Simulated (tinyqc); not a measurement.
Nanosheet or nanowire with hard walls, valleys of the Si type: sweeps and comparisons. A value that a table varies takes the place of the one given here.

Six ellipsoidal valleys along the cube axes: inverse mass tensor w = 1/mt + (1/ml - 1/mt) a a^T with a the unit axis. Device axes: x along the channel, z = [001], y = z x x.

Hard walls around a W x H rectangle. The block w_c of w in (y, z) confines; the transport mass follows from 1/m_x = w_xx - w_xc w_c^-1 w_cx. The cross-section problem c (w_yy ky^2 + 2 w_yz ky kz + w_zz kz^2), c = hbar^2/2m0, is solved in products sin(n pi y/W) sin(l pi z/H), n, l = 1 to 12; if w_yz = 0 the levels are c pi^2 (w_yy n^2/W^2 + w_zz l^2/H^2). The w_yz term couples (n, l) to (n', l') by -2 c w_yz D_nn'(W) D_ll'(H) with D_nm(L) = 4 n m/(L (n^2 - m^2)) for n + m odd and 0 otherwise.

Without degeneracy the line density is N1 exp((EF - Ec)/kB T) with N1 = sum 2 g sqrt(m_x kB T/(4 pi c)) exp(-E/kB T), here over n, l up to 80 where w_yz = 0 and over all levels of a 12 x 12 sine basis otherwise; the classical value is W H Nc with Nc = 2 g_all (m_dos kB T/(4 pi c))^(3/2), m_dos = (ml mt^2)^(1/3); dVt = kB T ln(W H Nc/N1).

Constants: hbar^2/2m0 = 3.80998211 eV angstrom^2; kB = 8.617333262e-05 eV/K.

Inputs chosen for the exercise (near those of Si; shifted at random, so the results belong to these values and not to a real crystal):

| symbol | value | unit | meaning |
|---|---|---|---|
| ml | 0.92 | m0 | longitudinal mass |
| mt | 0.192 | m0 | transverse mass |
| T | 350 | K | temperature |
| g_all | 6 |  | number of valleys |
| channel | 100 |  | transport direction x on a (001) wafer |
| H | 60 | angstrom | height, along z = [001] |
| Ws | (30, 40, 60, 90, 140, 220, 350) | angstrom | widths |
| W | 65 | angstrom | width, along y |

## From wire to sheet

Valleys:

| group | valleys g | w_yy | w_zz | \|w_yz\| | m_x (m0) |
|---|---|---|---|---|---|
| A | 2 | 5.20833 | 1.08696 | 0.00000 | 0.19200 |
| B | 2 | 1.08696 | 5.20833 | 0.00000 | 0.19200 |
| C | 2 | 5.20833 | 5.20833 | 0.00000 | 0.92000 |

Lowest level of each group (groups ordered by w_zz, then w_yy) and dVt against the width.

Results:

| W (angstrom) | A1 (eV) | B1 (eV) | C1 (eV) | dVt (mV) |
|---|---|---|---|---|
| 30 | 0.2290 | 0.0998 | 0.2720 | 109.4 |
| 40 | 0.1338 | 0.0799 | 0.1768 | 89.2 |
| 60 | 0.0658 | 0.0658 | 0.1088 | 61.5 |
| 90 | 0.0355 | 0.0594 | 0.0786 | 46.6 |
| 140 | 0.0213 | 0.0565 | 0.0644 | 39.0 |
| 220 | 0.0154 | 0.0552 | 0.0584 | 34.9 |
| 350 | 0.0130 | 0.0547 | 0.0560 | 32.5 |

dVt falls from 109 to 32 mV. The lowest group changes from B to A between W = 40 and 60 angstrom (H = 60). At the widest W the lowest level is 0.0130 eV; the film limit c pi^2 w_zz/H^2 of that group is 0.0114 eV.

## Channel direction

The same rectangle along [100] and [110]; groups ordered by w_zz, then w_yy.

Lowest level of each group:

| channel, group | valleys g | w_yy | w_zz | \|w_yz\| | m_x (m0) | E (eV) |
|---|---|---|---|---|---|---|
| [100] A | 2 | 5.208 | 1.087 | 0.000 | 0.192 | 0.0577 |
| [100] B | 2 | 1.087 | 5.208 | 0.000 | 0.192 | 0.0641 |
| [100] C | 2 | 5.208 | 5.208 | 0.000 | 0.920 | 0.1008 |
| [110] A | 2 | 5.208 | 1.087 | 0.000 | 0.192 | 0.0577 |
| [110] B | 4 | 3.148 | 5.208 | 0.000 | 0.556 | 0.0824 |

The lowest subband has m_x = 0.192 m0 and 2 valleys along [100], and 0.192 m0 and 2 valleys along [110]; its edge lies at 0.0577 and 0.0577 eV. These valleys have their axis along z, so turning the channel in the wafer plane leaves them alone; only the higher groups change.

## What each parameter does

E1 and E2 are the two lowest subband edges over all groups. Each row changes one parameter from the base and keeps the others.

Results:

| case | E1 (eV) | E2 - E1 (meV) | m_x of lowest (m0) | dVt (mV) |
|---|---|---|---|---|
| base | 0.0577 | 6.4 | 0.192 | 57.5 |
| W = 55 angstrom | 0.0679 | 8.2 | 0.192 | 66.5 |
| H = 68 angstrom | 0.0520 | 3.2 | 0.192 | 51.8 |
| T = 320 K | 0.0577 | 6.4 | 0.192 | 56.8 |
| ml = 1.012 m0 | 0.0567 | 6.5 | 0.192 | 57.0 |
| mt = 0.173 m0 | 0.0628 | 7.3 | 0.173 | 62.2 |

The largest shifts from the base row, up to three for each result and ties (the steps differ in size, so this ranks the rows, not the parameters). E1 (eV): W +0.0102, H -0.0057, mt +0.0051; unchanged at the printed digits by T. E2 - E1 (meV): H -3.2, W +1.8, mt +0.9; unchanged at the printed digits by T. m_x of lowest (m0): mt -0.019; unchanged at the printed digits by W, H, T and ml. dVt (mV): W +8.9, H -5.8, mt +4.7.

Run: tinyqc, `OMP_NUM_THREADS=1 python tinyqc.py 1250676 1250677 out.jsonl`; Intel(R) Xeon(R) Processor @ 2.30GHz, one thread, shared host; about 0.03 s of CPU time with all checks.
